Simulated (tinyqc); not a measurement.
Bulk transistor, scale length and short-channel effects: effect of the relative permittivity of the insulator.

A gate, an insulator of thickness ti and a depleted layer of depth ts on a conducting body. Below threshold the potential that source and drain add obeys Laplace's equation and vanishes on the gate and at the bottom of the depleted layer. Its lowest mode decays along the channel as exp(-k y); k is the smallest positive root of the matching condition at the interface, and the scale length is Lambda = pi/k.

k is the smallest positive root of f(k) = eps_r sin(k ti) cos(k ts) + ei cos(k ti) sin(k ts). Along the channel psi(y) = s + a exp(y/l) + b exp(-y/l) with psi(0) = Vbi, psi(L) = Vbi + Vds and l = 1/k = Lambda/pi; with A = Vbi - s, B = A + Vds, x = exp(-L/l): a = (B - A x) x/(1 - x^2), b = (A - B x)/(1 - x^2). The minimum is s + 2 sqrt(a b), at y = (l/2) ln(b/a). The long-channel potential follows the gate as s = sT + (Vg - VTL)/m, and the threshold VT is the gate voltage at which the minimum equals sT. Swing = m Vt ln 10/g at threshold, g = d(minimum)/ds = 1 - (b x + a)/((1 + x) sqrt(a b)). DIBL = [VT(0.05 V) - VT(Vds)]/(Vds - 0.05 V). sT and Vbi are held fixed; m = 1 + eps_r ti/(ei ts) in each row.

Inputs (values chosen for the exercise); permittivities: semiconductor close to that of In0.53Ga0.47As, insulator close to that of silicon dioxide: temperature T = 300 K; relative permittivity of the semiconductor eps_r = 13.8; insulator thickness ti = 1.5 nm; depletion depth ts = 24 nm; channel length L = 77 nm; potential of the source Vbi = 1 V; potential of the barrier top at threshold sT = 0.59 V; drain voltage Vds = 0.8 V.

Constants: q = 1.602176634e-19 C, kB = 1.380649e-23 J/K, Vt = kB T/q. Results are converted to the units shown.

Result of one run:
```
Lambda (nm)	L/Lambda	VT - VTL at Vds (mV)	DIBL (mV/V)	swing (mV/decade)
25.719	2.9939	-13.984	7.1792	65.157
```

Which relative permittivity of the insulator ei gave this result: 3.9, 5.7, 8.5, 12 or 40?

ei = 12.

The whole series:
```
ei	Lambda (nm)	L/Lambda	VT - VTL at Vds (mV)	DIBL (mV/V)	swing (mV/decade)
3.9	28.848	2.6691	-26.907	13.851	75.285
5.7	27.473	2.8028	-20.429	10.503	70.506
8.5	26.394	2.9173	-16.251	8.3479	67.137
12	25.719	2.9939	-13.984	7.1792	65.157
18	25.156	3.0610	-12.279	6.3014	63.567
27	24.774	3.1082	-11.213	5.7526	62.513
40	24.523	3.1399	-10.551	5.4123	61.831
```

As ei goes from 3.9 to 40, Lambda falls from 28.8 to 24.5 nm, DIBL falls from 13.9 to 5.41 mV/V and the swing falls from 75.3 to 61.8 mV a decade. On average Lambda goes as ei^(-0.07).

Computed by the program tinyqc: `OMP_NUM_THREADS=1 python tinyqc.py 2420040 2420041 out.jsonl`, one thread of a shared Intel Xeon 2.30GHz, about 0.01 s for the whole run.
